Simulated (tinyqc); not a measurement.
# Threshold-voltage variability of a planar MOSFET, analytic estimates: what changes with what

Three independent sources add in quadrature: random dopants in the depleted layer, metal-gate grains of two orientations, and roughness of the two gate edges acting through the roll-off VT = VT(long) - Vr exp(-L/l). These are first-order estimates: no three-dimensional electrostatics, no percolation.

Values chosen for this exercise; material values close to those of germanium: temperature T = 325 K; band gap Eg = 0.67 eV; relative permittivity of the semiconductor eps_r = 15.9; conduction-band density of states at T Nc = 1.15e19 cm^-3; valence-band density of states at T Nv = 6.68e18 cm^-3; channel doping Na = 4.2e18 cm^-3; oxide-equivalent thickness in inversion ti = 1.9 nm; gate length L = 45 nm; gate width W = 200 nm; metal grain size G = 10 nm; work-function difference of the two grain orientations dW = 0.1 eV; share of the orientation of higher work function p = 0.4; rms roughness of one gate edge De = 1.8 nm; correlation length of the roughness La = 10 nm; decay length of the threshold roll-off l = 10 nm; prefactor of the roll-off Vr = 2.4 V.

Constants: q = 1.602176634e-19 C, kB = 1.380649e-23 J/K, Vt = kB T/q, eps0 = 8.8541878128e-14 F/cm where lengths are in cm. Results are converted to the units shown.

Each table varies one quantity; the others keep the values above.

## Effect of the correlation length of the roughness

ni = sqrt(Nc Nv) exp(-Eg/(2 Vt)), Eg in volts; Cox = 3.9 eps0/ti; Wd = sqrt(4 eps0 eps_r Vt ln(Na/ni)/(q Na)); dopants: s1 = (q/Cox) sqrt(Na Wd/(3 L W)). Grains: Ng = L W/G^2 (at least 1), s2 = dW sqrt(p (1 - p)/Ng). Edges, with exponential correlation and u = W/La: the mean gate length has sL^2 = 2 De^2 (2/u)[1 - (1 - exp(-u))/u]; s3 = sL (Vr/l) exp(-L/l). s = sqrt(s1^2 + s2^2 + s3^2). l and Vr are held fixed.

The same in every row: s1 (mV) = 14.00; s2 (mV) = 5.164.

Result of one run:
```
La (nm)  s3 (mV)  s (mV)  s sqrt(L W) (mV um)
80         4.829   15.69                1.488
```

What becomes of these results when the correlation length of the roughness La is changed from 80 to 20 nm, all else the same?

Result of the changed run:
```
La (nm)  s3 (mV)  s (mV)  s sqrt(L W) (mV um)
20         2.879   15.20                1.442
```

The whole series:
```
La (nm)  s3 (mV)  s (mV)  s sqrt(L W) (mV um)
2         0.9550   14.96                1.419
5          1.499   15.00                1.423
10         2.092   15.07                1.430
20         2.879   15.20                1.442
40         3.843   15.41                1.462
80         4.829   15.69                1.488
160        5.624   15.95                1.513
```

As La goes from 2 to 160 nm, s rises from 15.0 to 15.9 mV. The dopants are the largest source in the first and the last row. The edge term s3 rises from 0.955 to 5.62 mV: a longer correlation averages out less along the width.

## Effect of the channel doping

Same model as above.

l and Vr are held fixed.

The same in every row: s2 (mV) = 5.164; s3 (mV) = 2.092.

Effect of the channel doping:
```
Na (cm^-3)  s1 (mV)  s (mV)  s sqrt(L W) (mV um)
1.5e17        5.574   7.881               0.7477
2.6e17        6.505   8.565               0.8125
4.7e17        7.671   9.481               0.8995
8.2e17        8.949   10.54                1.000
1.5e18        10.57   11.95                1.133
2.6e18        12.29   13.49                1.280
4.5e18        14.27   15.32                1.453
8e18          16.68   17.59                1.669
```

As Na goes from 1.5e17 to 8e18 cm^-3, s rises from 7.88 to 17.6 mV. The dopants are the largest source in the first and the last row. s1 goes on average as Na^(0.28), near the 1/4 expected from Na Wd. For Na = 1.5e17 to 2.6e17 cm^-3 the depletion depth exceeds L, so source and drain share much of the charge and s1 is rough.

tinyqc, about 0.01 s, one thread, Intel Xeon 2.30GHz (shared host): `OMP_NUM_THREADS=1 python tinyqc.py 2090017 2090018 out.jsonl`
